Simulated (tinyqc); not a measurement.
Inside a calculation. Method: empirical pseudopotential in a few plane waves. Computed by tinyqc, a small Python program that keeps every step. Settings: plane-wave index or count = 15. Command: `OMP_NUM_THREADS=1 python tinyqc.py 30419 30420 out.jsonl` (the two numbers bound the seeds that draw the settings). One thread of a shared host (Intel(R) Xeon(R) Processor @ 2.60GHz), about 0.2 s of CPU time with the checks.

## Bloch Hamiltonian at G

Parameters chosen for this model: fcc lattice, atoms at +/- a/8 (1,1,1); form factors in rydberg at |G|^2 in units of (2 pi/a)^2:
```
parameter                 value      unit
a                      5.370000  angstrom
VS(3)                 -0.197000        Ry
VS(8)                  0.019000        Ry
VS(11)                 0.059000        Ry
VA(3)                         0        Ry
VA(4)                         0        Ry
VA(11)                        0        Ry
hbar^2/2m (2 pi/a)^2   5.215958        eV
```

k point G (2 pi / a): 0  0  0

Basis: the 15 shortest G (labels in 2 pi/a), the same at every k. H(G,G') = c |k + G|^2 delta + VS(|G-G'|^2) cos((G-G').tau) + i VA sin((G-G').tau), tau = a/8 (1,1,1); 1 Ry = 13.605693 eV.

H(k) at G (eV), lower triangle:
```
           +0+0+0     -1-1-1     -1-1+1     -1+1-1     -1+1+1     +1-1-1     +1-1+1     +1+1-1
+0+0+0   0.000000
-1-1-1   1.895274  15.647874
-1-1+1  -1.895274   0.000000  15.647874
-1+1-1  -1.895274   0.000000   0.258508  15.647874
-1+1+1  -1.895274  -0.258508   0.000000   0.000000  15.647874
+1-1-1  -1.895274   0.000000   0.258508   0.258508   0.000000  15.647874
+1-1+1  -1.895274  -0.258508   0.000000   0.000000   0.258508   0.000000  15.647874
+1+1-1  -1.895274  -0.258508   0.000000   0.000000   0.258508   0.000000   0.258508  15.647874
+1+1+1   1.895274   0.000000  -0.258508  -0.258508   0.000000  -0.258508   0.000000   0.000000
-2+0+0   0.000000  -1.895274  -1.895274  -1.895274   1.895274   0.567620  -0.567620  -0.567620
+0-2+0   0.000000  -1.895274  -1.895274   0.567620  -0.567620  -1.895274   1.895274  -0.567620
+0+0-2   0.000000  -1.895274   0.567620  -1.895274  -0.567620  -1.895274  -0.567620   1.895274
+0+0+2   0.000000  -0.567620   1.895274  -0.567620  -1.895274  -0.567620  -1.895274   0.567620
+0+2+0   0.000000  -0.567620  -0.567620   1.895274  -1.895274  -0.567620   0.567620  -1.895274
+2+0+0   0.000000  -0.567620  -0.567620  -0.567620   0.567620   1.895274  -1.895274  -1.895274

           +1+1+1     -2+0+0     +0-2+0     +0+0-2     +0+0+2     +0+2+0     +2+0+0
+1+1+1  15.647874
-2+0+0  -0.567620  20.863832
+0-2+0  -0.567620   0.258508  20.863832
+0+0-2  -0.567620   0.258508   0.258508  20.863832
+0+0+2  -1.895274  -0.258508  -0.258508   0.000000  20.863832
+0+2+0  -1.895274  -0.258508   0.000000  -0.258508   0.258508  20.863832
+2+0+0  -1.895274   0.000000  -0.258508  -0.258508   0.258508   0.258508  20.863832
```

## Levels at G

Diagonalise the Hermitian matrix.

eigenvalues (eV): -1.594855  12.491369  12.491369  12.491369  13.808584  15.389366  15.389366  15.389366  18.018253  20.346816  20.346816  23.761830  23.761830  23.761830  24.512679

## Bands along a path

The same steps at evenly spaced points between the labelled ones.

Bands along the path (eV), lowest eight:
```
k            band 1     band 2     band 3     band 4     band 5     band 6     band 7     band 8
L          1.105887   4.078206  11.239803  11.239803  12.822700  16.085888  16.085888  18.691446
L-G 0.33  -0.101444   5.991991  11.391915  11.391915  13.079186  16.238872  16.238872  19.248596
L-G 0.67  -1.206808   9.310469  11.982179  11.982179  13.922957  16.133334  16.133334  17.230688
G         -1.594855  12.491369  12.491369  12.491369  13.808584  15.389366  15.389366  15.389366
G-X 0.33  -1.074969   9.497636  11.122814  11.122814  13.745989  15.987914  17.527947  17.527947
G-X 0.67   0.461336   6.178390   9.788439   9.788439  12.426326  13.525037  21.026284  21.026284
X          2.927310   3.193917   9.419829   9.419829  12.119399  12.392651  24.919472  24.919472
```

With 4 band(s) filled, the highest filled level on these points lies at G and the lowest empty one at X: the bands touch or overlap, so there is no gap. This holds for the small fixed basis; with all plane waves up to |k + G|^2 = 21 (2 pi/a)^2 the gap along the path is -0.40 eV.

## Convergence with the number of plane waves

Levels at G counted from the fourth one.

Levels (eV):
```
plane waves     level 1   level 5   level 8
9            -16.984221         0  1.034033
15           -14.086223  1.317216  2.897997
27           -13.622945  1.782923  2.838934
51           -13.673596  1.877278  2.929587
59           -13.685950  1.889234  2.819026
65           -13.692587  1.889234  2.797245
89           -13.675090  1.879519  2.813239
```
